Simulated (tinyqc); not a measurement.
Quantum well in an electric field by finite differences, step by step. Values are carried at full precision from step to step, so a last printed digit may differ when a step is redone from the rounded ones.

Finite differences on points z_i at the centres of cells of width h: H_ii = (c/h^2)(1/m_(i-1/2) + 1/m_(i+1/2)) + V_i, H_(i,i+1) = -(c/h^2)/m_(i+1/2), where m_(i+1/2) is the mean of the masses at the two points (the end values are repeated outwards), psi = 0 on the points beyond both ends, c = hbar^2/2m0. The field adds e F (z - z0) with z0 the middle of the structure; 1 kV/cm = 1e-5 eV/angstrom.

Constants: hbar^2/2m0 = 3.80998211 eV angstrom^2.

Values chosen for the exercise (near those of a GaAs well in AlGaAs; shifted at random, so the results belong to these values and not to a real crystal): layers = ((63, 0.324, 0.1002), (84, 0, 0.0663), (63, 0.324, 0.1002)) (each layer: thickness in angstrom, band edge in eV, mass in m0); F = 36 kV/cm (field along z); h = 21 angstrom (cell width of the coarse grid); hf = 1.3125 angstrom (cell width of the fine grid).

## The coarse grid

List the points, the potential with the field, and the masses.

Grid:

| i | z (angstrom) | V (eV) | m (m0) |
|---|---|---|---|
| 1 | 10.5 | 0.2900 | 0.1002 |
| 2 | 31.5 | 0.2975 | 0.1002 |
| 3 | 52.5 | 0.3051 | 0.1002 |
| 4 | 73.5 | -0.0113 | 0.0663 |
| 5 | 94.5 | -0.0038 | 0.0663 |
| 6 | 115.5 | 0.0038 | 0.0663 |
| 7 | 136.5 | 0.0113 | 0.0663 |
| 8 | 157.5 | 0.3429 | 0.1002 |
| 9 | 178.5 | 0.3505 | 0.1002 |
| 10 | 199.5 | 0.3580 | 0.1002 |

## The tridiagonal Hamiltonian

Form the diagonal and the neighbouring elements; V in the grid already includes the field.

diagonal H_ii (eV): 0.4624  0.4700  0.4951  0.2227  0.2568  0.2644  0.2454  0.5329  0.5229  0.5305

H_(i,i+1) (eV): -0.0862  -0.0862  -0.1038  -0.1303  -0.1303  -0.1303  -0.1038  -0.0862  -0.0862

## Lowest levels on the coarse grid

Diagonalise the symmetric tridiagonal matrix; give the three lowest levels and the weights u_i^2 (sum 1) of the two lowest.

levels (eV): 0.0336  0.1371  0.2851

weights on the points:
```
             1      2      3      4      5      6      7      8      9     10
level 1  0.000  0.000  0.012  0.213  0.341  0.290  0.137  0.006  0.000  0.000
level 2  0.000  0.003  0.035  0.359  0.060  0.139  0.373  0.028  0.002  0.000
```

## Halving the cell width

The same with h, h/2, ..., h/32. The end points move with h, since psi vanishes half a cell beyond the structure. Richardson value (4 E(h/32) - E(h/16))/3.

Convergence:

| cell (angstrom) | points | E1 (eV) | E2 (eV) | E1 - finest (meV) |
|---|---|---|---|---|
| 21.0000 | 10 | 0.03360 | 0.13707 | -7.507 |
| 10.5000 | 20 | 0.03881 | 0.15689 | -2.301 |
| 5.2500 | 40 | 0.04050 | 0.16251 | -0.605 |
| 2.6250 | 80 | 0.04096 | 0.16396 | -0.147 |
| 1.3125 | 160 | 0.04108 | 0.16433 | -0.029 |
| 0.6562 | 320 | 0.04111 | 0.16442 | 0.000 |

Richardson values of E1, E2 (eV): 0.04112  0.16445

The coarse grid is 7.5 meV too low in E1. The last differences between rows shrink by a factor 4.0 (4 for a pure h^2 error, 2 for one linear in h).

## Positions and dipoles on the fine grid

With h sum psi^2 = 1: <z - z0> of three levels, |z_12| and |z_13|, the mass m1 from 1/m1 = <1|1/m|1>, and f_1j = (m1/c)(E_j - E_1) z_1j^2.

levels (eV): 0.0411  0.1643  0.3335

<z - z0> (angstrom): -2.6  0.1  -14.7

|z_12|, |z_13| (angstrom): 21.20  0.55

m1 = 0.0671 m0

f_12, f_13: 0.976  0.002

Parity is broken, so the 1-3 transition is allowed, with 0.0016 times the strength of 1-2. E2 - E1 = 123.2 meV, a wavelength of 10.1 micrometre (hc = 1239.841984 eV nm). Level 3 lies above the lowest point of the outer barriers, so it is a resonance or a state of the finite grid, and values that rest on it depend on the ends of the grid.

## Checks

- E1 at zero field on the grid h/32 against transfer matrices between the same hard ends, eV: both 0.0416.

Computed by tinyqc, a small Python program: `OMP_NUM_THREADS=1 python tinyqc.py 1281210 1281211 out.jsonl` (the numbers bound the seed that draws the inputs); one thread of a shared host (Intel(R) Xeon(R) Processor @ 2.30GHz), about 0.02 s for the whole set of steps.
